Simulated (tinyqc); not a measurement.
Surface photovoltage measurement of the minority-carrier diffusion length in a wafer: one step, computed by the program tinyqc. Command: `OMP_NUM_THREADS=1 python tinyqc.py 3130127 3130128 out.jsonl spv walk`. One thread of a shared host (Intel(R) Xeon(R) Processor @ 2.30GHz), about 0.01 s of CPU time with the checks.

Low injection, steady light, a depletion layer much thinner than 1/alpha and L. The excess density dn is taken at the front edge of the neutral region; light that reaches the back is lost.

Problem. The linear plot. alpha = (84.732/lambda - 76.417)^2 per cm with lambda in micrometre (an empirical fit for silicon between 0.7 and 1.05 micrometre). Thick wafer: dn = Phi L/((S_f + D/L)(L + 1/alpha)). Finite wafer, with s = S_b L/D, w = W/L, a = alpha L: dn = [Phi a/(a^2 - 1)] [a - B - exp(-alpha W)(a - s)/(cosh w + s sinh w)]/(S_f + B D/L), B = (sinh w + s cosh w)/(cosh w + s sinh w). Readings y = (Phi/dn) (1 + noise x g) at 780, 830, 880, 920, 950, 975 and 995 nm; a least-squares line y = c (1/alpha + L_app) gives L_app = intercept/slope.

Inputs (values chosen for the exercise, modelled on p-type silicon at room temperature):

| quantity | value | unit |
|---|---|---|
| diffusion length L | 49 | micrometre |
| wafer thickness W | 775 | micrometre |
| diffusivity D | 33.8 | cm^2/s |
| front recombination velocity S_f | 1900 | cm/s |
| back recombination velocity S_b | 13000 | cm/s |
| photon flux entering | 1e+14 | 1/(cm^2 s) |
| relative noise of each reading | 0 | % |

normal deviates g for the noise: 0.65  -0.09  0.18  0.72  -0.51  0.05  1.33

Give: the table «Readings» with the columns 1/alpha (micrometre), y (cm/s), line (cm/s), for lambda (nm) = 780, 830, 880, 920, 950, 975, 995; slope; apparent length L_app; error of L_app (rounded to 0.001).

Solution.

Readings:

| lambda (nm) | 1/alpha (micrometre) | y (cm/s) | line (cm/s) |
|---|---|---|---|
| 780 | 9.6 | 10528 | 10528 |
| 830 | 15.2 | 11523 | 11523 |
| 880 | 25.3 | 13346 | 13346 |
| 920 | 40.7 | 16098 | 16098 |
| 950 | 61.3 | 19800 | 19800 |
| 975 | 90.9 | 25122 | 25122 |
| 995 | 130.9 | 32299 | 32299 |

slope = 179.6 cm/(s micrometre)

apparent length L_app = 49.00 micrometre

error of L_app (rounded to 0.001) = 0 %

At W/L = 15.8 the finite thickness shifts L_app by less than 0.05 %. S_f scales all readings alike and leaves L_app unchanged.
